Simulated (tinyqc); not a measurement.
# MESFET, gradual channel with velocity saturation, step by step

Numbers from tinyqc (`OMP_NUM_THREADS=1 python tinyqc.py 2500001 2500002 out.jsonl`; about 0.04 s on one thread of a shared Intel Xeon 2.30GHz). Printed values are rounded.

A uniformly doped n-type channel, depleted from the top by a Schottky gate; at channel potential V the depleted share of a is u = sqrt((Vbi - Vg + V)/Vp), s at the source. Electrons drift with v = mu E/(1 + mu E/vsat). Abrupt depletion edge, no series resistance, source at 0.

Parameters, values chosen for the exercise; material values those of a made-up semiconductor:
- T = 250 K (temperature)
- eps_r = 15.4 (relative permittivity of the semiconductor)
- Nc = 3.88e17 cm^-3 (conduction-band density of states at T)
- Nd = 1.4e17 cm^-3 (donor density of the channel)
- a = 140 nm (channel thickness)
- mu = 4400 cm^2/(V s) (low-field mobility at this doping)
- vsat = 1.5e7 cm/s (saturation velocity)
- L = 10 um (gate length)
- W = 50 um (gate width)
- phiB = 1.02 V (Schottky barrier)
- Vg = 0 V (gate voltage)
- Vd = 0.4 V (drain voltage)

Constants: q = 1.602176634e-19 C, kB = 1.380649e-23 J/K, Vt = kB T/q, eps0 = 8.8541878128e-14 F/cm where lengths are in cm. Results are converted to the units shown.

Range of the model: The donor density is not small against Nc, so the Boltzmann form of the built-in voltage is rough.

## Built-in and pinch-off voltages

Vbi = phiB - Vt ln(Nc/Nd); Vp = q Nd a^2/(2 eps0 eps_r); G0 = q mu Nd a W/L; Z = mu Vp/(vsat L); s = sqrt((Vbi - Vg)/Vp). VT = Vbi - Vp.

Vbi = 0.998040 V
Vp = 1.61211 V
VT = -0.614072 V
G0 = 6.90859 mS
Z = 0.472886
s = 0.786822

Z = 0.473: velocity saturation matters.

## Current below saturation

u = sqrt((Vbi - Vg + Vd)/Vp). I = (G0 Vp/3) F/(1 + Z (u^2 - s^2)), F = 3 (u^2 - s^2) - 2 (u^3 - s^3), with u at V = Vd; Z = 0 gives constant mobility, for which u stops at 1.

u = 0.931241
F = 0.103426
I for Z = 0 = 0.383966 mA
I = 0.343645 mA

The falling mobility lowers the current by 10.5 %.

## Iteration 1: the saturation point by Newton steps

u at the start = 1

a is the channel (half-)thickness, Vp its pinch-off voltage and Z = mu Vp/(vsat L); an iterate with u > 1 is an overshoot, not a physical state. f = (1 - u)(1 + Z (u^2 - s^2)) - Z F/3, F = 3 (u^2 - s^2) - 2 (u^3 - s^3); f' = -(1 + Z (u^2 - s^2)); u(new) = u - f/f'.

f = -0.0184361
f' = -1.18013
u after iteration 1 = 0.984378

## Iteration 2: the saturation point by Newton steps

As before.

f = -1.14807e-4
f' = -1.16547
u after iteration 2 = 0.984279

## Course of the iteration: the saturation point by Newton steps

Stop when u changes by less than 1e-10, or after 60 iterations.

Course of the iteration:

| iteration | u | \|change\| |
|---|---|---|
| 1 | 0.984378 | 0.0156 |
| 2 | 0.984279 | 9.85e-5 |
| 3 | 0.984279 | 3.88e-9 |
| 4 | 0.984279 | < 1e-14 |

Converged in 4 iterations. The change falls from 0.016 in the first iteration to below the tolerance in the last.

## Saturation voltage, current and transconductance

um = 0.984279

Vdsat = Vp (um^2 - s^2); Isat = (G0 Vp/Z)(1 - um), which is q Nd vsat a W (1 - um); gm = G0 (um - s)/(1 + Z (um^2 - s^2)). For Z = 0: Vdsat = Vp (1 - s^2), Isat = (G0 Vp/3)(1 - 3 s^2 + 2 s^3), gm = G0 (1 - s).

Vdsat = 0.563783 V
Isat = 0.370253 mA
gm = 1.17057 mS
Vdsat for Z = 0 = 0.614072 V
Isat for Z = 0 = 0.434207 mA
gm for Z = 0 = 1.47276 mS

The current saturates with 1.57 % of the channel still open at the drain, at 0.853 of the constant-mobility current.
